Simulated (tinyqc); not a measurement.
Worked calculation: band folding and unfolding in a supercell of a chain. Values are carried at full precision from step to step, so a last printed digit may differ when a step is redone from the rounded ones.

A chain with hopping -t and n = 5 sites a supercell. H(K) has v_j on the diagonal, -t between neighbours and -t exp(2 pi i K) on the bond that closes the cell (from the last site to the first of the next cell). The point K holds the n wave vectors k_m = (K + m)/n of the primitive zone, in 2 pi/a, m = 0 to n - 1, with E0 = -2t cos(2 pi k_m). The unfolding weight of a state c on k_m is |sum_j c_j exp(-2 pi i k_m j)|^2/n, j = 0 to n - 1.

Inputs chosen for the exercise: t = 1.92 eV (hopping); v = (-1, -1, 1, 1, 1) eV (site energies in the supercell); Kq = 0.22 2 pi/(n a) (wave vector in the small zone).

## Folded levels and Fourier components

List k_m and E0; V_q = (1/n) sum_j v_j exp(-2 pi i q j/n) couples k_m to k_(m+q).

Folded band:

| m | k_m (2 pi/a) | E0 (eV) |
|---|---|---|
| 0 | 0.0440 | -3.6942 |
| 1 | 0.2440 | -0.1447 |
| 2 | 0.4440 | 3.6047 |
| 3 | 0.6440 | 2.3726 |
| 4 | 0.8440 | -2.1384 |

V_0, V_1, ... (eV): 0.2000  -0.5236+0.3804i  -0.0764+0.2351i

## Supercell Hamiltonian

Fill in H(K).

H (eV), lower triangle (Hermitian):
```
                 1        2        3        4       5
1          -1.0000
2          -1.9200  -1.0000
3                0  -1.9200   1.0000
4                0        0  -1.9200   1.0000
5  -0.3598-1.8860i        0        0  -1.9200  1.0000
```

## Levels and unfolding weights

Diagonalise and project each state on the k_m.

levels (eV): -3.88271  -1.79782  0.01544  2.51265  4.15244

weights:
```
     level 1  level 2  level 3  level 4  level 5
m=0   0.8465   0.1193   0.0324   0.0008   0.0010
m=1   0.0302   0.0017   0.9132   0.0406   0.0143
m=2   0.0008   0.0058   0.0312   0.1085   0.8537
m=3   0.0036   0.0172   0.0230   0.8253   0.1309
m=4   0.1189   0.8561   0.0001   0.0248   0.0001
```

The purest state keeps 91.3 % on one k and the most mixed (level 4) 82.5 %; rows and columns each add to one.

## Moments of the spectral function

For each k_m: mean sum_i W E_i and variance sum_i W E_i^2 less the mean squared. The mean must be E0 plus the average of v, and the variance that of v.

Moments:

| m | mean (eV) | variance (eV^2) |
|---|---|---|
| 0 | -3.494 | 0.960 |
| 1 | 0.055 | 0.960 |
| 2 | 3.805 | 0.960 |
| 3 | 2.573 | 0.960 |
| 4 | -1.938 | 0.960 |

The average of v is 0.2000 eV and its variance 0.9600 eV^2: the virtual crystal gives the mean, and the variance is the spread of weight over several levels that it leaves out.

## Checks

- Variance of the spectral function against the variance of v: they agree to 1e-10 or better.
- Levels for v = 0 against the folded band: they agree to 1e-10 or better.

tinyqc: `OMP_NUM_THREADS=1 python tinyqc.py 1482172 1482173 out.jsonl`; about 0.01 s, one thread, shared Intel(R) Xeon(R) Processor @ 2.30GHz.
